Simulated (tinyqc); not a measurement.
Capacitance measurement on a leaky thin oxide: effects of series resistance and leakage: one step of the calculation.

The device is a capacitance C in parallel with a leakage conductance G, in series with Rs and Ls. An impedance meter reports either a parallel pair (Cp, Gp) from Y = 1/Z = Gp + i w Cp or a series pair (Cs, Rm) from Z = Rm + 1/(i w Cs); w = 2 pi f, dissipation D = Gp/(w |Cp|).

Problem. True capacitance and conductance. EOT = 3.9 tox/eox; CET = EOT + zc + zp; C = 3.9 eps0 A/CET; G = Jg A/Vs.

Inputs (values chosen for the exercise); values of the order met in thin-oxide MOS capacitors: relative permittivity of the gate insulator (close to silicon dioxide) eox = 3.9; insulator thickness tox = 1.5 nm; gate area A = 2500 um^2; oxide-equivalent thickness added by the accumulation layer zc = 0.4 nm; oxide-equivalent thickness added by gate depletion zp = 0.14 nm; gate leakage current density, not matched to the thickness Jg = 0.0025 A/cm^2; voltage for an e-fold rise of the leakage Vs = 0.33 V.

Constants: eps0 = 8.8541878128e-14 F/cm where lengths are in cm. Results are converted to the units shown.

Find: EOT; CET; C; G.

Solution.

EOT = 1.500 nm
CET = 2.040 nm
C = 42.32 pF
G = 0.1894 uS

Numbers from tinyqc (`OMP_NUM_THREADS=1 python tinyqc.py 2022185 2022186 out.jsonl`; about 0.01 s on one thread of a shared Intel Xeon 2.30GHz).
